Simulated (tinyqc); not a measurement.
# Worked calculation: read current of a NAND string, cells in series solved by shooting

Numbers from tinyqc (`OMP_NUM_THREADS=1 python tinyqc.py 2142201 2142202 out.jsonl`; about 0.7 s on one thread of a shared Intel Xeon 2.30GHz). Printed values are rounded.

Cells in series, numbered from 0 at the source line (0 V) to the bit line, each followed by a gap resistance Rg. A cell with gate Vg, threshold VT, source Vs and drain Vd passes I = 2 nf K Vt^2 [F(Vs) - F(Vd)]/(1 + th max(Vg - VT, 0)), F(V) = ln^2(1 + exp((Vg - VT - nf V)/(2 nf Vt))). The selected cell has Vg = Vr, the others Vg = Vp.

Values chosen for this exercise; values of the order met in vertical NAND strings:
```
symbol  value    unit                                 meaning
T         358       K                             temperature
K          14  uA/V^2                   gain factor of a cell
nf        1.3                                    slope factor
th       0.08     1/V               mobility reduction factor
Rg          1    kohm     resistance of the gap between cells
Vbl       0.7       V                        bit-line voltage
Vp        7.7       V                            pass voltage
Vr       3.74       V  read voltage on the selected word line
```

Constants: q = 1.602176634e-19 C, kB = 1.380649e-23 J/K, Vt = kB T/q. Results are converted to the units shown.

## Step 1: node voltages for a trial current

first trial current = 3.9 uA
thresholds from the source end, cell 0 to 3 (V): 2  4.3  -2  -2

For a trial current I start at 0 V and, cell by cell (the selected one is cell 0), solve for the drain: sqrt(F(Vd)) = sqrt(F(Vs) - I/k), k = 2 nf K Vt^2/(1 + th max(Vg - VT, 0)), Vd = [Vg - VT - 2 nf Vt ln(exp(sqrt F) - 1)]/nf, then add I Rg.

node voltage after each cell and gap, trial 1, cell 0 to 3 (V): 0.200761  0.320315  0.377707  0.435537

## Step 2: node voltages for a trial current

second trial current = 5.7 uA

As before.

node voltage after each cell and gap, trial 2, cell 0 to 3 (V): 0.305935  0.491106  0.577065  0.664038

## Course of the secant iteration

Secant steps on the end voltage less Vbl, from the two trials; a trial above the saturation current of a cell has no solution and is moved halfway to the previous trial. Stop below 1e-9 V.

Course of the iteration:
```
iteration   I (uA)  end voltage - Vbl (V)  halvings
1          5.98329                2.13e-3         0
2          5.96744               -1.73e-5         0
3          5.96757               -8.32e-9         0
4          5.96757               3.39e-14         0
```

Converged in 4 iterations to I = 5.9676 uA. The selected cell takes 45.2 % of the bit-line voltage and the gaps together 3.41 %.
